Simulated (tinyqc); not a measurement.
Thin film between two gates, subbands and threshold shift from confinement: two steps of the calculation.

Undoped body with a flat potential across it, hard walls, transport along x. Three valley pairs (g = 2 each) with the longitudinal mass along x, y or z. Non-parabolicity enters the subband edges through E (1 + al E) = gamma, so E = 2 gamma/(1 + sqrt(1 + 4 al gamma)); motion within a subband is taken as parabolic with the band-edge mass. Energies are counted from the bulk band edge.

Parameters, values chosen for the exercise; masses close to those of silicon: temperature T = 300 K; longitudinal mass ml = 0.923 m0; transverse mass mt = 0.194 m0; non-parabolicity al = 0 1/eV; film thickness (along z) t = 4.8 nm; widening of the box by penetration into the insulator dl = 0 nm.

Constants: q = 1.602176634e-19 C, kB = 1.380649e-23 J/K, hbar = 1.054571817e-34 J s, m0 = 9.1093837015e-31 kg, Vt = kB T/q, hbar^2/(2 m0) = 0.0380998212 eV nm^2. Results are converted to the units shown.

Problem 1. Lowest subbands. gamma = C (pi k/(t + dl))^2/mz, C = hbar^2/(2 m0). List the 6 lowest, labelled by valley axis and quantum numbers, with degeneracy g and N_k: N_k = g sqrt(mx my) m0 kB T/(pi hbar^2).

Wanted: E_k; g; N_k.

Solution 1.

```
subband,E_k (eV),g,N_k (cm^-2)
z1,0.01768,2,4.190e12
z2,0.07073,2,4.190e12
x1,0.08413,2,9.140e12
y1,0.08413,2,9.140e12
z3,0.1591,2,4.190e12
z4,0.2829,2,4.190e12
```

Problem 2. Threshold shift. Each subband has N_k = g sqrt(mx my) m0 kB T/(pi hbar^2); without degeneracy n = exp(EF/Vt) sum N_k exp(-E_k/Vt). Classical value Nc times t, Nc = sum over valleys of 2 g (m m0 kB T/(2 pi hbar^2))^1.5 with m = (mx my mz)^(1/3). Threshold shift dVT = Vt ln(classical value/sum N_k exp(-E_k/Vt)). Use the subbands listed.

```
subband,E_k (eV),N_k (cm^-2)
z1,0.017682290,4.1900872e12
z2,0.070729160,4.1900872e12
x1,0.084127596,9.1395129e12
y1,0.084127596,9.1395129e12
z3,0.15914061,4.1900872e12
z4,0.28291664,4.1900872e12
```

Wanted: shares; sum N_k exp(-E_k/Vt); Nc; classical value; dVT.

Solution 2.

```
subband,shares (%)
z1,68.19
z2,8.76
x1,11.38
y1,11.38
z3,0.29
z4,0.00
```

sum N_k exp(-E_k/Vt) = 3.101e12 cm^-2
Nc = 2.806e19 cm^-3
classical value = 1.347e13 cm^-2
dVT = 37.97 mV

Computed by the program tinyqc: `OMP_NUM_THREADS=1 python tinyqc.py 2350053 2350054 out.jsonl`, one thread of a shared Intel Xeon 2.30GHz, about 0.1 s for the whole run.
